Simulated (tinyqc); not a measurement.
Inside a calculation. Method: CIS and TDHF on RHF in the sto-3g basis, for BeH+, spin multiplicity 1. One step of it, computed by the program tinyqc.

Problem. CIS matrix, triplets. A(ia,jb) = (e_a - e_i) d_ij d_ab - (ij|ab).

orbital energies (hartree): [-5.006146, -0.687281, -0.257315, -0.132978, -0.132978, 0.199483]

Two-electron integrals over orbitals (pq|rs), unique and non-zero (hartree):
```
(11|11) 2.275563    (21|11) -0.167278   (21|21) 0.020790    (22|11) 0.463693
(22|21) 0.000468    (22|22) 0.490671    (31|11) -0.173254   (31|21) 0.016873
(31|22) -0.015776   (31|31) 0.027095    (32|11) 0.057291    (32|21) -0.005575
(32|22) -0.067734   (32|31) 0.002208    (32|32) 0.047417    (33|11) 0.541379
(33|21) -0.011962   (33|22) 0.321743    (33|31) 0.003419    (33|32) 0.033141
(33|33) 0.449013    (41|41) 0.015591    (42|41) 0.013683    (42|42) 0.043939
(43|41) 0.013919    (43|42) 0.032708    (43|43) 0.050384    (44|11) 0.569237
(44|21) -0.005994   (44|22) 0.356695    (44|31) -0.006100   (44|32) 0.028991
(44|33) 0.392291    (44|44) 0.449859    (51|51) 0.015591    (52|51) 0.013683
(52|52) 0.043939    (53|51) 0.013919    (53|52) 0.032708    (53|53) 0.050384
(54|54) 0.024249    (55|11) 0.569237    (55|21) -0.005994   (55|22) 0.356695
(55|31) -0.006100   (55|32) 0.028991    (55|33) 0.392291    (55|44) 0.401360
(55|55) 0.449859    (61|11) 0.093982    (61|21) -0.015170   (61|22) -0.009904
(61|31) -0.003260   (61|32) 0.007492    (61|33) 0.016332    (61|44) 0.002237
(61|55) 0.002237    (61|61) 0.017264    (62|11) -0.131732   (62|21) 0.001985
(62|22) 0.037582    (62|31) 0.007764    (62|32) -0.050945   (62|33) -0.021247
(62|44) -0.064378   (62|55) -0.064378   (62|61) 0.003264    (62|62) 0.121117
(63|11) 0.062380    (63|21) -0.003324   (63|22) -0.056344   (63|31) 0.005276
(63|32) 0.042060    (63|33) 0.055797    (63|44) 0.026601    (63|55) 0.026601
(63|61) 0.007116    (63|62) -0.054498   (63|63) 0.058733    (64|41) -0.008245
(64|42) -0.027918   (64|43) -0.011189   (64|64) 0.024220    (65|51) -0.008245
(65|52) -0.027918   (65|53) -0.011189   (65|65) 0.024220    (66|11) 0.495244
(66|21) -0.001184   (66|22) 0.493847    (66|31) -0.014295   (66|32) -0.069783
(66|33) 0.349097    (66|44) 0.360216    (66|55) 0.360216    (66|61) -0.007316
(66|62) 0.067739    (66|63) -0.059434   (66|66) 0.533499
```

Give: CIS matrix A, triplet.

Solution.

CIS matrix A, triplet (hartree), order 1>3, 1>4, 1>5, 1>6, 2>3, 2>4, 2>5, 2>6:
```
[[4.207, 0.000, 0.000, -0.062, 0.012, 0.000, 0.000, 0.003],
 [0.000, 4.304, 0.000, 0.000, 0.000, 0.006, 0.000, 0.000],
 [0.000, 0.000, 4.304, 0.000, 0.000, 0.000, 0.006, 0.000],
 [-0.062, 0.000, 0.000, 4.710, 0.003, 0.000, 0.000, 0.001],
 [0.012, 0.000, 0.000, 0.003, 0.108, 0.000, 0.000, 0.056],
 [0.000, 0.006, 0.000, 0.000, 0.000, 0.198, 0.000, 0.000],
 [0.000, 0.000, 0.006, 0.000, 0.000, 0.000, 0.198, 0.000],
 [0.003, 0.000, 0.000, 0.001, 0.056, 0.000, 0.000, 0.393]]
```
